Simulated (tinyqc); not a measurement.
Worked calculation: dopant redistribution at a moving silicon-oxide interface during parabolic oxidation. Computed by tinyqc, a small Python program that keeps every step. Command: `OMP_NUM_THREADS=1 python tinyqc.py 3031736 3031737 out.jsonl segox walk`. One thread of a shared host (Intel(R) Xeon(R) Processor @ 2.30GHz), about 0.01 s of CPU time with the checks. Intermediate numbers are printed to about 7 digits and carried at full precision; extremes and crossings named in words are read from the listed rows.

Uniformly doped silicon is oxidised with x_ox = sqrt(B t); the interface advances into the silicon by alpha x_ox, alpha = 0.44. The dopant does not move in the oxide, and at the interface C(silicon) = m C(oxide).

Inputs (values chosen for the exercise, modelled on antimony in silicon under steam):
```
quantity,value,unit
dopant prefactor D0,5.06,cm^2/s
dopant activation energy E,3.85,eV
oxidation prefactor B0,412,um^2/h
oxidation activation energy E_B,0.791,eV
segregation coefficient m = C(silicon)/C(oxide),6.6,-
bulk doping C_B,3.7e+17,1/cm^3
temperature T,1100,C
time t,0.54,h
```

Constants: k_B = 8.617333262e-05 eV/K.

## Rates

D = D0 exp(-E/(k_B T)), converted with 1 cm^2/s = 3.6e11 um^2/h; B = B0 exp(-E_B/(k_B T)); s = alpha sqrt(B/(4 D)), the interface advance over 2 sqrt(D t). Temperatures in kelvin are T(C) + 273.15.

D = 0.01349156 um^2/h

B = 0.5149253 um^2/h

s = 1.359138

oxide thickness = 0.5273136 um

diffusion length 2 sqrt(D t) = 0.1707096 um

Interface and diffusion move at similar speeds. Caution: parabolic growth needs an oxide much thicker than the Deal-Grove length A, which fails for thin films and low temperatures; oxidation-enhanced or retarded diffusion is ignored.

## Interface concentration

With the dopant diffusivity D and s = alpha x_ox/(2 sqrt(D t)), in the silicon C = C_B + (C_s - C_B) erfc(y/(2 sqrt(D t)))/erfc(s), y from the original surface. Dopant balance at the interface gives C_s/C_B = 1/[1 + (1/(m alpha) - 1) g], g = sqrt(pi) s exp(s^2) erfc(s).

g = 0.8341009

ratio C_s/C_B = 2.206902

C_s in the silicon = 8.165537e+17 1/cm^3

concentration in the oxide = 1.237203e+17 1/cm^3

m alpha = 2.904: the oxide rejects dopant, which piles up in the silicon. For a very fast interface the ratio would tend to m alpha.

## Dose moved

Consumed silicon held alpha x_ox C_B; the oxide holds x_ox times the dopant concentration in the oxide; the difference is the excess in the silicon; 1 um = 1e-4 cm.

dopant in the consumed silicon = 8.584666e+12 1/cm^2

dopant in the oxide = 6.523938e+12 1/cm^2

excess in the silicon = 2.060728e+12 1/cm^2

## Profile below the interface

Depths z are counted from the present interface: y/(2 sqrt(D t)) = s + z/(2 sqrt(D t)); take z/(2 sqrt(D t)) = 0, 0.05, 0.1, 0.2, 0.3, 0.5, 0.75, 1, 1.5.

Profile:
```
z/(2 sqrt(D t)),z (um),C/C_B
0.00,0.0000000,2.206902
0.05,0.0085355,2.023168
0.10,0.0170710,1.863575
0.20,0.0341419,1.607020
0.30,0.0512129,1.419097
0.50,0.0853548,1.189201
0.75,0.1280322,1.063151
1.00,0.1707096,1.018768
1.50,0.2560644,1.001165
```

## Temperature and segregation coefficient

The formulas are those given above.

C_s/C_B:
```
T (C),s,this m,m = 0.2,m = 1/alpha,m = 10
850,24.14289,2.899277,0.0880687,1,4.387237
900,12.31062,2.886047,0.0882630,1,4.351661
950,6.63262,2.844433,0.0888917,1,4.241391
1000,3.75135,2.735816,0.0906699,1,3.964761
1050,2.21511,2.518327,0.0949663,1,3.455112
1100,1.35914,2.206902,0.1036880,1,2.813197
1150,0.86306,1.885003,0.1187478,1,2.238818
1200,0.56520,1.621815,0.1416349,1,1.824393
```

s falls from 24.1 to 0.565 as T rises, because diffusion has the larger activation energy (3.85 against 0.791 eV); the ratio for this m moves from 2.899 to 1.622, towards 1. At m = 1/alpha the oxide takes exactly what the silicon held, and nothing moves. The ratio does not depend on time, since both lengths grow as sqrt(t).

Checks made by the program: excess against the integral of the profile (relative difference 1e-10).
